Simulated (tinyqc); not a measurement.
# Admittance spectroscopy of a deep trap, step by step

Program tinyqc, `OMP_NUM_THREADS=1 python tinyqc.py 2050018 2050019 out.jsonl`; Intel Xeon 2.30GHz, shared host, one thread, about 0.01 s. Printed values are rounded.

Schottky contact on an n-type layer with shallow donors Nd (all ionised) and a donor-like deep trap, neutral when filled and positive when empty; depletion approximation. Traps within lam of the depletion edge stay filled. The traps at xt = W - lam, where the level crosses the Fermi level, follow a slow signal and not a fast one. w = 2 pi f.

Values chosen for this exercise; material values close to those of silicon:

| symbol | value | unit | meaning |
|---|---|---|---|
| eps_r | 11.7 |  | relative permittivity |
| Nc | 2.78e19 | cm^-3 | conduction-band density of states at 300 K |
| vth | 2.2e7 | cm/s | thermal velocity at 300 K |
| Nd | 4.3e16 | cm^-3 | shallow donor density |
| Vbi | 0.77 | V | built-in voltage |
| Et | 0.19 | eV | depth of the trap below the conduction edge |
| sn | 3.4e-14 | cm^2 | capture cross-section |
| Nt | 3.6e16 | cm^-3 | trap density |
| Vr | 0 | V | reverse bias |
| f | 41000 | Hz | signal frequency |
| T | 124 | K | temperature |

Constants: q = 1.602176634e-19 C, kB = 1.380649e-23 J/K, eps0 = 8.8541878128e-14 F/cm where lengths are in cm. Results are converted to the units shown.

## Widths and limiting capacitances

lam = sqrt(2 eps0 eps_r (EF - ET)/(q Nd)), EF - ET = Et - (kB T/q) ln(Nc(T)/Nd), Nc(T) = Nc (T/300 K)^1.5. In the steady state at the band bending V, 2 eps0 eps_r V/q = Nd W^2 + Nt (W - lam)^2 (the second term only if W > lam). V = Vbi + Vr. C_HF = eps0 eps_r/W, C_LF = eps0 eps_r (Nd + Nt)/(Nd W + Nt xt).

lam = 63.7197 nm
W = 136.727 nm
xt = 73.0074 nm
C_HF = 75.7670 nF/cm^2
C_LF = 96.1963 nF/cm^2

The step is 27.0 % of C_HF.

## Admittance at the signal frequency

Emission rate en = sn vth(T) Nc(T) exp(-Et/kB T) = sn g T^2 exp(-Et/kB T), g = vth Nc/(300 K)^2, as vth goes as T^0.5 and Nc as T^1.5 (degeneracy factor 1). Inflection frequency w0 = 2 en [1 + Nt xt/(Nd W)]; C = C_HF + (C_LF - C_HF)/(1 + (w/w0)^2), G/w = (C_LF - C_HF)(w/w0)/(1 + (w/w0)^2).

en = 67345.2 1/s
w0/(2 pi) = 31019.7 Hz
C = 83.2039 nF/cm^2
G/w = 9.82971 nF/cm^2

The signal lies near the inflection, where the loss is largest.
